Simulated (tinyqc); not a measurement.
## Thermal resistances of a two-die stack

Problem. Heat leaves through the lower die only, and the system is linear. Find the resistance R1 from the lower die to the coolant, R2 between the dies, and the rise of the upper die when both are powered.

Inputs (values chosen for the exercise):
```
symbol  value  unit                 meaning
P1         10     W  power of the lower die
P2         23     W  power of the upper die
```

rises of the lower and upper die with only the lower one powered (K): [2.3, 2.3]
rises of the lower and upper die with only the upper one powered (K): [5.29, 13.34]

Solution. With only the lower die powered no heat crosses R2, so both dies rise by P1 R1; the difference in the second test is P2 R2; rises add.

R1 = 0.230 K/W
R2 = 0.350 K/W
rise of the upper die = 15.6 K

Computed by the program tinyqc: `OMP_NUM_THREADS=1 python tinyqc.py 2162107 2162108 out.jsonl`, one thread of a shared Intel Xeon 2.30GHz, about 0.04 s for the whole run.
